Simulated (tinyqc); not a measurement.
Inside a calculation. Model: thin film between two gates, subbands and threshold shift from confinement.

Computed by the program tinyqc: `OMP_NUM_THREADS=1 python tinyqc.py 2350005 2350006 out.jsonl`, one thread of a shared Intel Xeon 2.30GHz, about 0.02 s for the whole run. Printed values are rounded.

Undoped body with a flat potential across it, hard walls, transport along x. One isotropic valley (g = 1, mx = my = mz = me). Non-parabolicity enters the subband edges through E (1 + al E) = gamma, so E = 2 gamma/(1 + sqrt(1 + 4 al gamma)); motion within a subband is taken as parabolic with the band-edge mass. Energies are counted from the bulk band edge.

Parameters, values chosen for the exercise; masses close to those of InAs:

| symbol | value | unit | meaning |
|---|---|---|---|
| T | 300 | K | temperature |
| me | 0.0232 | m0 | mass at the band edge |
| al | 3 | 1/eV | non-parabolicity |
| t | 11.3 | nm | film thickness (along z) |
| dl | 0 | nm | widening of the box by penetration into the insulator |

Constants: q = 1.602176634e-19 C, kB = 1.380649e-23 J/K, hbar = 1.054571817e-34 J s, m0 = 9.1093837015e-31 kg, Vt = kB T/q, hbar^2/(2 m0) = 0.0380998212 eV nm^2. Results are converted to the units shown.

Range of the model: Non-parabolicity also makes carriers heavier within each subband, which is left out, so densities of states are understated at high energy. Levels near or above 1 eV lie beyond real barriers and upper valleys; they are listed for the hard-wall model only.

## Lowest subbands

gamma = C (pi k/(t + dl))^2/mz, C = hbar^2/(2 m0). List the 5 lowest, labelled by quantum numbers, with degeneracy g and N_k: N_k = g sqrt(mx my) m0 kB T/(pi hbar^2).

| subband | E_k (eV) | g | N_k (cm^-2) |
|---|---|---|---|
| 1 | 0.0980768 | 1 | 2.50541e11 |
| 2 | 0.277206 | 1 | 2.50541e11 |
| 3 | 0.472536 | 1 | 2.50541e11 |
| 4 | 0.672833 | 1 | 2.50541e11 |
| 5 | 0.875236 | 1 | 2.50541e11 |

## Threshold shift

Each subband has N_k = g sqrt(mx my) m0 kB T/(pi hbar^2); without degeneracy n = exp(EF/Vt) sum N_k exp(-E_k/Vt). Classical value Nc times t, Nc = sum over valleys of 2 g (m m0 kB T/(2 pi hbar^2))^1.5 with m = (mx my mz)^(1/3). Threshold shift dVT = Vt ln(classical value/sum N_k exp(-E_k/Vt)). Use the subbands listed.

shares, subband 1 to 5 (%): [99.9021, 0.0978, 0.0001, 0.0000, 0.0000]
sum N_k exp(-E_k/Vt) = 5.64530e9 cm^-2
Nc = 8.86756e16 cm^-3
classical value = 1.00203e11 cm^-2
dVT = 74.3601 mV

With all subbands dVT = 74.36 mV. The lowest edge lies at 98.1 meV; dVT is smaller than that, since sum N_k exp(-(E_k - E_1)/Vt) exceeds the classical value.
